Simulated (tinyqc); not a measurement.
# ESD clamp with bipolar snapback, compact model and design window: several studies

The drain junction multiplies the current that enters it: Igen = (M - 1)(Ic + I0), M = 1/(1 - (Vj/BV)^n). The generated holes leave through the substrate resistance and the base of the parasitic npn: Igen = Vb/Rb + Ic/be, Ic = Is exp(Vb/Vt). Terminal current I = Ic + I0 + Igen and voltage V = Vj + I Ro, per width. Isothermal, constant gain.

Parameters, values chosen for the exercise; values close to those of grounded-gate n-channel clamps: temperature T = 300 K; junction breakdown voltage BV = 6.2 V; exponent of the multiplication n = 4.7; current gain of the parasitic npn be = 4.1; saturation current Is = 5.4e-18 A/um; junction leakage I0 = 4.5e-11 A/um; substrate resistance Rb = 26000 ohm um; drain ballast and contact resistance Ro = 480 ohm um; failure current for 100 ns It2 = 8.4 mA/um.

Constants: q = 1.602176634e-19 C, kB = 1.380649e-23 J/K, Vt = kB T/q. Results are converted to the units shown.

Each table varies one quantity; the others keep the values above.

## Effect of the drain ballast and contact resistance

For given Vb: Ic, Igen, M = 1 + Igen/(Ic + I0), Vj = BV (1 - 1/M)^(1/n), I and V. Vt1 is the maximum of V along the curve, Vh the following minimum, Vt2 the voltage at I = It2. It1 and Ih are the currents at Vt1 and Vh.

Results:

| Ro (ohm um) | Vt1 (V) | It1 (uA/um) | Vh (V) | Ih (uA/um) | Vt2 (V) | Vt2 - Vt1 (V) |
|---|---|---|---|---|---|---|
| 30 | 6.201 | 18.10 | 4.505 | 1970 | 4.651 | -1.549 |
| 52 | 6.201 | 18.68 | 4.543 | 1478 | 4.836 | -1.365 |
| 160 | 6.203 | 19.86 | 4.656 | 813.5 | 5.743 | -0.4596 |
| 280 | 6.205 | 20.44 | 4.740 | 600.6 | 6.751 | 0.5459 |
| 490 | 6.210 | 21.04 | 4.846 | 440.8 | 8.515 | 2.306 |
| 860 | 6.218 | 21.64 | 4.984 | 320.6 | 11.62 | 5.406 |
| 1500 | 6.232 | 22.25 | 5.157 | 231.9 | 17.00 | 10.77 |

Estimate the missing row, Ro = 92 ohm um.

Computed row:

| Ro (ohm um) | Vt1 (V) | It1 (uA/um) | Vh (V) | Ih (uA/um) | Vt2 (V) | Vt2 - Vt1 (V) |
|---|---|---|---|---|---|---|
| 92 | 6.202 | 19.27 | 4.593 | 1093 | 5.172 | -1.030 |

With this row back in the table: As Ro goes from 30 to 1500 ohm um, Vt1 stays near 6.21 V, It1 rises from 18.1 to 22.2 uA/um, Vh rises from 4.51 to 5.16 V and Vt2 rises from 4.65 to 17.0 V. Vt2 exceeds Vt1, the condition for all fingers to turn on, in 4 of the 8 rows. Ballast buys uniform turn-on with a higher clamping voltage.

## Failure current against pulse length

Power to failure goes as 1/t for pulses shorter than ta = 20 ns (adiabatic) and as 1/sqrt(t) beyond: Pf = P100 sqrt(100 ns/t) for t > ta and Pf(ta) ta/t below, with P100 = Vt2 It2 at 100 ns. The failure current solves V I = Pf on the curve (I(Vb), V(Vb)).

Failure current against pulse length:

| t (ns) | Pf (mW/um) | failure current (mA/um) | V at failure (V) | energy (nJ/um) |
|---|---|---|---|---|
| 1 | 3167 | 76.79 | 41.25 | 3.167 |
| 2 | 1584 | 53.05 | 29.85 | 3.167 |
| 5 | 633.5 | 32.04 | 19.77 | 3.167 |
| 10 | 316.7 | 21.52 | 14.72 | 3.167 |
| 20 | 158.4 | 14.16 | 11.19 | 3.167 |
| 50 | 100.2 | 10.57 | 9.472 | 5.008 |
| 100 | 70.82 | 8.400 | 8.431 | 7.082 |
| 200 | 50.08 | 6.610 | 7.576 | 10.02 |
| 500 | 31.67 | 4.738 | 6.685 | 15.84 |

What does the table show?

The failure current falls from 76.8 to 4.74 mA/um, as t^(-0.53) at the start and t^(-0.36) at the end, more slowly than the power since V rises with I. The voltage at failure falls from 41.2 to 6.69 V.

## Effect of the substrate resistance

Same model as above.

Result of one run:

| Rb (ohm um) | Vt1 (V) | It1 (uA/um) | Vh (V) | Ih (uA/um) | Vt2 (V) | Vt2 - Vt1 (V) |
|---|---|---|---|---|---|---|
| 12000 | 6.222 | 49.07 | 5.046 | 629.6 | 8.449 | 2.227 |

What becomes of these results when the substrate resistance Rb is changed from 12000 to 5600 ohm um, all else the same?

Result of the changed run:

| Rb (ohm um) | Vt1 (V) | It1 (uA/um) | Vh (V) | Ih (uA/um) | Vt2 (V) | Vt2 - Vt1 (V) |
|---|---|---|---|---|---|---|
| 5600 | 6.252 | 112.8 | 5.327 | 866.9 | 8.487 | 2.235 |

The whole series:

| Rb (ohm um) | Vt1 (V) | It1 (uA/um) | Vh (V) | Ih (uA/um) | Vt2 (V) | Vt2 - Vt1 (V) |
|---|---|---|---|---|---|---|
| 2600 | 6.319 | 260.5 | 5.711 | 1164 | 8.563 | 2.244 |
| 5600 | 6.252 | 112.8 | 5.327 | 866.9 | 8.487 | 2.235 |
| 12000 | 6.222 | 49.07 | 5.046 | 629.6 | 8.449 | 2.227 |
| 26000 | 6.210 | 21.01 | 4.842 | 445.9 | 8.431 | 2.222 |
| 56000 | 6.204 | 9.009 | 4.699 | 312.1 | 8.423 | 2.219 |
| 1.2e5 | 6.202 | 3.859 | 4.600 | 216.7 | 8.419 | 2.217 |
| 2.6e5 | 6.201 | 1.622 | 4.531 | 148.5 | 8.417 | 2.217 |

As Rb goes from 2600 to 2.6e5 ohm um, Vt1 falls from 6.32 to 6.20 V, It1 falls from 260 to 1.62 uA/um, Vh falls from 5.71 to 4.53 V and Vt2 falls from 8.56 to 8.42 V. Vt2 exceeds Vt1, the condition for all fingers to turn on, in 7 of the 7 rows. It1 goes as Rb^(-1.10); the product It1 Rb, close to the base voltage at the trigger, goes from 0.677 to 0.422 V.

Numbers from tinyqc (`OMP_NUM_THREADS=1 python tinyqc.py 2670131 2670132 out.jsonl`; about 0.02 s on one thread of a shared Intel Xeon 2.30GHz).
